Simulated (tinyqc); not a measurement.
Raising U: Hubbard chain of 6 sites, mean field against exact. Computed by the program tinyqc. 

one-body matrix (hopping and site energies) (eV):
```
         1        2        3        4        5        6
1   0.0000  -0.9200   0.0000   0.0000   0.0000   0.0000
2  -0.9200   0.0000  -0.9200   0.0000   0.0000   0.0000
3   0.0000  -0.9200   0.0000  -0.9200   0.0000   0.0000
4   0.0000   0.0000  -0.9200   0.0000  -0.9200   0.0000
5   0.0000   0.0000   0.0000  -0.9200   0.0000  -0.9200
6   0.0000   0.0000   0.0000   0.0000  -0.9200   0.0000
```

electrons, up and down: 3  3

Collinear unrestricted mean field (the lowest of 40 random starts) against exact diagonalisation.

Exact and mean-field results (eV):
```
U          U/t   E exact  E mean field  mean |n_up - n_down|  double occupancy, exact  first gap in the sector
0.460    0.500  -5.77136      -5.73888                 0.000                    0.226                    0.729
0.920    1.000  -5.17858      -5.04888                 0.000                    0.203                    0.653
1.840    2.000  -4.18261      -3.72326                 0.404                    0.158                    0.532
2.760    3.000  -3.41878      -2.78864                 0.673                    0.120                    0.440
3.680    4.000  -2.84516      -2.18265                 0.803                    0.090                    0.369
5.520    6.000  -2.08537      -1.49886                 0.909                    0.052                    0.272
7.360    8.000  -1.62665      -1.13552                 0.948                    0.033                    0.213
11.040  12.000  -1.11816      -0.76239                 0.977                    0.016                    0.147
18.400  20.000  -0.68217      -0.45908                 0.992                    0.006                    0.090
```

In absolute terms mean field is worst at U/t = 4.0, 0.663 eV too high: at small U it is nearly exact, and at large U it misses only exchange-scale energies. Its local moments set in at U/t = 2.0 of those listed, a broken symmetry that the exact state of a finite cluster with equal spins does not have. Relative to the exact energy its error is 0.6 % at the smallest U, 33 % at most and 33 % at the largest. The double occupancy falls from 0.226 to 0.006; at the largest U the first gap is 0.49 times the exchange scale 4t^2/U.
